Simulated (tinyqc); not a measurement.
Born-von Karman spring model of a cubic crystal with one atom per cell. Changing the transverse spring k1T. Computed by tinyqc, a small Python program. Command: `OMP_NUM_THREADS=1 python tinyqc.py 3001585 3001586 out.jsonl springs sweep`. One thread of a shared host (Intel(R) Xeon(R) Processor @ 2.30GHz), about 0.1 s of CPU time with the checks.

First neighbours lie at a/2 (1,1,0) (12 of them), second at a (1,0,0) (6), with all permutations and signs; the volume per atom is Omega = a^3/4. Two shells of springs match a real metal only roughly, above all at the zone boundary.

Inputs (values chosen for the exercise, modelled on nickel):
```
quantity                value           unit
lattice constant a       3.52       angstrom
atomic mass M           58.69              u
radial spring k1L        2.21  eV/angstrom^2
radial spring k2L       0.053  eV/angstrom^2
transverse spring k2T  -0.028  eV/angstrom^2
```

Lattice: fcc.

Constants: 1 eV/angstrom^3 = 160.2176634 GPa; nu for 1 eV/(angstrom^2 u) = 15.6333042 THz.

Method:
- [ij,kl] = (1/(2 Omega)) sum_R K_ij R_k R_l; C11 = [xx,xx], C44 = [xx,yy], C12 = 2 [xy,xy] - C44; B = (C11 + 2 C12)/3; Zener ratio A = 2 C44/(C11 - C12). K(R) = kL n n^T + kT (1 - n n^T).
- A neighbour at R with unit vector n couples by the matrix K(R) = kL n n^T + kT (1 - n n^T), and D(q) = (1/M) sum_R K(R) [1 - cos(q.R)].
- An eigenvalue lambda of D in eV/(angstrom^2 u) gives nu = 15.6333042 THz x sqrt(lambda).
- Take the highest frequency at X = (1, 0, 0) (2 pi/a).

One run for each value; columns: (1) transverse spring k1T (eV/angstrom^2); (2) C12 (GPa); (3) C44 (GPa); (4) bulk modulus B (GPa); (5) Zener ratio A; (6) highest frequency at X (THz):
```
(1)        (2)     (3)     (4)     (5)     (6)
-0.270  167.14   58.63  173.51  6.1333  8.0392
-0.180  146.65   70.91  162.58  2.9676  8.2236
-0.088  125.72   83.48  151.42  2.1653  8.4079
0.000   105.69   95.49  140.74  1.8165  8.5804
0.088    85.66  107.51  130.06  1.6145  8.7496
0.180    64.72  120.07  118.89  1.4779  8.9230
0.270    44.24  132.36  107.96  1.3848  9.0895
0.350    26.04  143.29   98.25  1.3227  9.2349
0.440     5.55  155.57   87.33  1.2683  9.3959
```

What does the table show, and why?

Over the rows, C12 (GPa) falls from 167 to 5.55; C44 (GPa) rises from 58.6 to 156; bulk modulus B (GPa) falls from 174 to 87.3. The Cauchy pressure C12 - C44 falls linearly, from 109 to -150 GPa.

Extremes, crossings and ranges named in words are read from the listed rows.
